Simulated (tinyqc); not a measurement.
Thermal displacements in the Debye model: Debye-Waller factors, bond-length spread and the Lindemann rule: one step, computed by the program tinyqc. Command: `OMP_NUM_THREADS=1 python tinyqc.py 3019779 3019780 out.jsonl debyewaller walk`. One thread of a shared host (Intel(R) Xeon(R) Processor @ 2.30GHz), about 0.01 s of CPU time with the checks.

A Debye spectrum with three branches of one velocity, cut at k_B Theta; 2 atoms per cube, nearest neighbours at d = 0.866025 a.

Problem. Lindemann melting temperature. <u_x^2> = (3 hbar^2/(2 M k_B Theta)) int_0^1 s coth(s Theta/(2T)) ds (64 Gauss-Legendre points); it tends to 3 hbar^2/(4 M k_B Theta) at T = 0 and to 3 hbar^2 T/(M k_B Theta^2) at high T. Melting is placed where sqrt(3 <u_x^2>) = x_L d; the classical form gives T_m = M k_B Theta^2 (x_L d)^2/(9 hbar^2).

Inputs (values chosen for the exercise, modelled on iron):

| quantity | value | unit |
|---|---|---|
| atomic mass M | 55.85 | u |
| Debye temperature Theta | 450 | K |
| lattice constant a | 2.866 | angstrom |
| temperature T | 295 | K |
| Lindemann ratio x_L | 0.1 | - |

Structure: bcc.

<u_x^2> = 0.004035763 angstrom^2

Constants: hbar^2/u = 4.18015928e-03 eV angstrom^2; k_B = 8.617333262e-05 eV/K.

Give: Lindemann T_m; classical T_m; ratio sqrt(3 <u_x^2>)/d at T.

Solution.

Lindemann T_m = 1592 K

classical T_m = 1596 K

ratio sqrt(3 <u_x^2>)/d at T = 0.04433

The rule is empirical: x_L is fitted within a family of like crystals, and T_m goes as its square.
